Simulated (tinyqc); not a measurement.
## Doping from two capacitances

Problem. An abrupt p-n junction obeys 1/C^2 = 2 (Vbi - V)/(q eps0 eps_r Ne), Ne = Na Nd/(Na + Nd), Vbi = Vt ln(Na Nd/ni^2), V the bias of the p side. Nd is known to be the larger doping. Find Ne, Vbi, Na and Nd.

Inputs (values chosen for the exercise):
```
symbol,value,unit,meaning
T,350,K,temperature
eps_r,12.6,,relative permittivity
```

Constants: q = 1.602176634e-19 C, kB = 1.380649e-23 J/K, Vt = kB T/q, eps0 = 8.8541878128e-14 F/cm where lengths are in cm. Results are converted to the units shown.

C at V = -0.9 and -5.1 V (nF/cm^2): 26.365428  14.967027
ni = 6.9915140e8 cm^-3

Solution. The slope of 1/C^2 against -V gives Ne and its intercept Vbi. Then Na Nd = ni^2 exp(Vbi/Vt) and Na + Nd = Na Nd/Ne, so both are roots of one quadratic.

Ne = 1.55e16 cm^-3
Vbi = 1.10 V
Na = 1.70e16 cm^-3
Nd = 1.80e17 cm^-3

tinyqc, about 0.02 s, one thread, Intel Xeon 2.30GHz (shared host): `OMP_NUM_THREADS=1 python tinyqc.py 2000007 2000008 out.jsonl`
